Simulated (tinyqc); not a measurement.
Plane-wave Kohn-Sham cycle with exchange-only LDA in a layered model solid, step by step. Computed by tinyqc, a small Python program that keeps every step. Settings: points = 16, plane-wave index or count = 3, electrons = 2, k points = 1, area = 30.0, mixing = 0.5, iteration cap = 73. Command: `OMP_NUM_THREADS=1 python tinyqc.py 29724 29725 out.jsonl` (the two numbers bound the seeds that draw the settings). One thread of a shared host (Intel(R) Xeon(R) Processor @ 2.60GHz), about 0.01 s of CPU time with the checks.

A solid whose potential varies along x alone (atomic units):
```
parameter,value
period a,15.200000
cross-section of the cell,30.000000
electrons per cell,2
grid points,16
"plane waves -n..n, n",3
k points,1
V1 in V1 cos(2 pi x/a),-0.360000
V2 in V2 cos(4 pi x/a),-0.220000
```

Stop when sqrt(dV sum R^2) is below 1e-8, dV = a A/N.

Course of the cycle:
```
iteration,E (hartree),norm of the residual
1,-0.97250583,1.52e-01
2,-0.63188189,6.53e-02
3,-0.57960410,6.62e-02
4,-0.64051858,6.35e-02
5,-0.57775748,4.69e-02
6,-0.61399175,5.28e-02
7,-0.59421433,1.37e-01
8,-0.80062475,1.02e-01
9,-0.59486203,4.19e-02
10,-0.61550627,1.78e-01
11,-0.91792988,1.21e-01
...,...,...
63,-0.58439068,3.41e-02
64,-0.62236100,1.85e-01
65,-0.93679403,1.24e-01
66,-0.62278674,5.47e-02
67,-0.58804665,1.15e-01
68,-0.74458748,8.95e-02
69,-0.58439068,3.41e-02
70,-0.62236100,1.85e-01
71,-0.93679403,1.24e-01
72,-0.62278674,5.47e-02
73,-0.58804665,1.15e-01
```

Can the last value be used, and what does the course show?

Not by the stop rule. Not converged within 73 iterations: the residual wanders without falling. Reruns (cap 100 unless said): mixing 0.1: not converged; mixing 0.5, Kerker q0 1.0: converged in 80 (E = -0.57478); mixing 0.3, Pulay depth 5: converged in 37 (E = -0.57478); the original settings with a cap of 400: not converged.
